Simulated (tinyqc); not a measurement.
# Drift exponent from two reads

Problem. Ra = R0 (t/t0)^nu. Find nu, R0 and Ra after ten years (3.15576e8 s).

Inputs (values chosen for the exercise): reference time t0 = 0.1 s.

Ra at t = 1 and 300 s, both at 300 K (Mohm): [0.95197839, 1.5110329]

Answer. ln Ra is linear in ln t with slope nu.

nu = 0.0810
R0 = 0.790 Mohm
Ra after ten years = 4.65 Mohm

Computed by the program tinyqc: `OMP_NUM_THREADS=1 python tinyqc.py 2880021 2880022 out.jsonl`, one thread of a shared Intel Xeon 2.30GHz, about 0.01 s for the whole run.
